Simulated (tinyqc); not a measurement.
Model-solid line-up of a strained alloy layer on a substrate, step by step. Values are carried at full precision from step to step, so a last printed digit may differ when a step is redone from the rounded ones.

All values of the alloy are linear in x but the gap, Eg(x) = (1 - x) Eg_A + x Eg_B - C x (1 - x), and the valence edge, Ev(x) = (1 - x) Ev_A + x Ev_B + fv C x (1 - x); Ec = Ev + Eg. Ev is the top of the unstrained valence band on a scale common to all materials. In the layer only the Gamma valley of the conduction band is followed, also where an X or L valley would lie lower.

Inputs chosen for the exercise (A near AlAs, B near InAs, substrate near InP; not measured data):
```
symbol  value           unit      meaning
a       (5.667, 6.053)  angstrom  lattice constant of A, B
Eg      (3.136, 0.413)  eV        gap at Gamma to the s-like level of A, B
Dso     (0.279, 0.395)  eV        spin-orbit splitting of A, B
Ev      (-1.33, -0.59)  eV        top of the unstrained valence band of A, B
ac      (-5.67, -5.09)  eV        conduction deformation potential of A, B
av      (2.49, 1)       eV        valence hydrostatic potential of A, B
b       (-2.29, -1.8)   eV        tetragonal shear potential of A, B
d       (-3.43, -3.55)  eV        trigonal shear potential of A, B
C11     (123.4, 82.8)   GPa       of A, B
C12     (53, 44.8)      GPa       of A, B
C44     (53.5, 40.1)    GPa       of A, B
C       0.814           eV        bowing of the gap
fv      0                         share of the bowing taken by the valence edge
x       0.86                      fraction of B
a_s     5.863           angstrom  substrate
face    110                       growth face
Eg_s    1.443           eV        lowest gap of the substrate
Ev_s    -0.95           eV        substrate valence edge
e14     -0.072          C/m^2     piezoelectric constant of the layer
eps     11.5                      dielectric constant
Lw      5               nm        thickness of the layer
```

## Values of the alloy

Interpolate.

Alloy at x (a in angstrom, C11, C12, C44 in GPa, all else in eV):
```
symbol    value
a        5.9990
Eg       0.6962
Dso      0.3788
Ev      -0.6936
ac      -5.1712
av       1.2086
b       -1.8686
d       -3.5332
C11     88.4840
C12     45.9480
C44     41.9760
```

## Strain on the (110) substrate

Coherent growth on a (110) face: e_par = (a_s - a)/a, e_perp = -(C11 + 3 C12 - 2 C44)/(C11 + C12 + 2 C44) e_par; exx = eyy = (e_par + e_perp)/2, ezz = e_par, exy = (e_perp - e_par)/2, eyz = ezx = 0.

Use the values of the alloy.

e_par = -0.022664
e_perp = 0.014776

strain tensor in the cubic axes, rows x, y, z and columns alike:
```
[[-0.003944, 0.018720, 0.000000],
 [0.018720, -0.003944, 0.000000],
 [0.000000, 0.000000, -0.022664]]
```

The layer is under compression in the plane; its volume changes by -3.055 %. Above 2 % only a few nanometres stay coherent, and linear deformation potentials lose accuracy.

## Strained band edges

Strained edges: Ec + ac tr(e); the valence edges are Ev plus the levels of the 6 x 6 matrix of X, Y, Z times spin with -Dso/3 + l exx + m (eyy + ezz) on the diagonal (cyclic), n exy off it, l = av + 2 b, m = av - b, n = sqrt(3) d. Spin-orbit term (Dso/3) L.sigma on X, Y, Z with (L_k)_ij = -i epsilon_kij: <X+|H|Y+> = -i Dso/3, <X+|H|Z-> = Dso/3, <Y+|H|Z-> = -i Dso/3, <Z+|H|X-> = -Dso/3, <Z+|H|Y-> = i Dso/3, <X-|H|Y-> = i Dso/3, and their conjugates; + and - are the spin along z.

Give the hydrostatic shifts, the strain block and the edges.

ac tr(e), av tr(e) (eV): [0.1580, -0.0369]

strain block (eV), rows X, Y, Z and columns alike:
```
[[-0.0719, -0.1146, 0],
 [-0.1146, -0.0719, 0],
 [0, 0, 0.0330]]
```

Ec and the three valence edges from the top (eV): [0.1606, -0.6556, -0.7723, -1.1425]

strained gap = 0.8162 eV

Strain moves the gap by +120 meV: +195 meV from the volume and -75 meV from the splitting of the valence edge, which always raises the top.

## Offsets against the substrate material

dEc = Ec(substrate) - Ec(layer), dEv = Ev(layer) - Ev(substrate); positive values confine the carrier in the layer. Type I: both of one sign; type II: opposite signs; type III: the gaps do not overlap.

Give also the smallest gap across the interface, min Ec - max Ev.

dEc = 0.3324 eV
dEv = 0.2944 eV

type: I

smallest gap = 0.8162 eV

Both carriers collect in the layer; the conduction band takes 53 % of the gap difference. Where the alloy is indirect its X or L edge, left out, lies lower and changes dEc.

## Piezoelectric polarisation

P_x = 2 e14 eyz and cyclic. The field along the normal n of the (110) face is -P.n/(eps eps0) in a layer between thick unstrained barriers, eps0 = 8.8541878e-12 F/m; 1 kV/cm = 1e5 V/m.

P (C/m^2): [0.000000, 0.000000, -0.002696]

P.n = 0.000000 C/m^2
field along n = 0.0 kV/cm
potential drop across the layer = 0.0 mV

P lies along [001], in the plane of the layer, so a wide layer carries no field along its normal.

(tinyqc, `OMP_NUM_THREADS=1 python tinyqc.py 1051410 1051411 out.jsonl`, Intel(R) Xeon(R) Processor @ 2.30GHz, 1 thread, shared host, about 0.02 s.)
